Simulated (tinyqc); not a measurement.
Plane-wave Kohn-Sham cycle with exchange-only LDA in a layered model solid, step by step. One step of it, computed by the program tinyqc.

Task: Iteration 2: Hamiltonian at one k. H(m,m') = (k + G_m)^2/2 delta + V(G_m - G_m'), with V(-G) = V(G).

A solid whose potential varies along x alone (atomic units):
```
parameter                      value
period a                    9.800000
cross-section of the cell  37.000000
electrons per cell                 2
grid points                       16
plane waves -n..n, n               3
k points                           4
V1 in V1 cos(2 pi x/a)     -0.400000
V2 in V2 cos(4 pi x/a)      0.030000
```

V(G_m), m = 0, 1, 2, ... (hartree): [-0.171102, -0.173857, 0.012834, -0.000745, 0.000507, 0.000164, -0.000032]

k = 0.125000 2 pi / a

Give: H.

Result:

H (hartree), order -3, -2, -1, +0, +1, +2, +3:
$$\begin{pmatrix}
1.5277 & -0.1739 & 0.0128 & -0.0007 & 0.0005 & 0.0002 & 0.0000 \\
-0.1739 & 0.5515 & -0.1739 & 0.0128 & -0.0007 & 0.0005 & 0.0002 \\
0.0128 & -0.1739 & -0.0137 & -0.1739 & 0.0128 & -0.0007 & 0.0005 \\
-0.0007 & 0.0128 & -0.1739 & -0.1679 & -0.1739 & 0.0128 & -0.0007 \\
0.0005 & -0.0007 & 0.0128 & -0.1739 & 0.0890 & -0.1739 & 0.0128 \\
0.0002 & 0.0005 & -0.0007 & 0.0128 & -0.1739 & 0.7570 & -0.1739 \\
0.0000 & 0.0002 & 0.0005 & -0.0007 & 0.0128 & -0.1739 & 1.8360
\end{pmatrix}$$
